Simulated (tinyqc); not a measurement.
From results back to parameters: Wannier-Stark ladder of a miniband. Four cases, with inputs chosen for the exercise.

Problem. The lines of a Wannier-Stark ladder are spaced by e F d, and the strengths of the lines j = 1 and j = 0 stand as J_1(x)^2/J_0(x)^2 with x = W/(2 e F d) below the first zero of J_0, 2.405; 1 kV/cm = 0.01 meV/angstrom. Both were computed from hidden F and W.

Case 1.

Values chosen (out of a larger set: near those of a non-polar GaN/AlGaN superlattice; not measured data): d = 50 angstrom (period).

spacing = 6.500 meV
ratio = 10.0766

Case 2.

Values chosen (out of a larger set: near those of a non-polar GaN/AlGaN superlattice; not measured data): d = 50 angstrom (period).

spacing = 6.000 meV
ratio = 1.90341

Case 3.

Values chosen (out of a larger set: near those of an InGaAs/InAlAs superlattice; not measured data): d = 96 angstrom (period).

spacing = 15.360 meV
ratio = 0.368672

Case 4.

Values chosen (out of a larger set: near those of an InGaAs/InAlAs superlattice; not measured data): d = 108 angstrom (period).

spacing = 4.428 meV
ratio = 1.48337

Find: F; x; W.

Solution. J_1/J_0 rises steadily from 0 to infinity on that interval, so the ratio fixes x, and W = 2 x e F d.

Case 1.

F = 13.0 kV/cm
x = 2.077
W = 27.0 meV

Case 2.

F = 12.0 kV/cm
x = 1.667
W = 20.0 meV

Case 3.

F = 16.0 kV/cm
x = 1.042
W = 32.0 meV

Case 4.

F = 4.10 kV/cm
x = 1.581
W = 14.0 meV

Computed by tinyqc, one run a case: `OMP_NUM_THREADS=1 python tinyqc.py N N+1 out.jsonl` with N = 1282398, 1282622, 1282731, 1282749; one thread of a shared Intel(R) Xeon(R) Processor @ 2.30GHz, about 0.01 s a run at most.
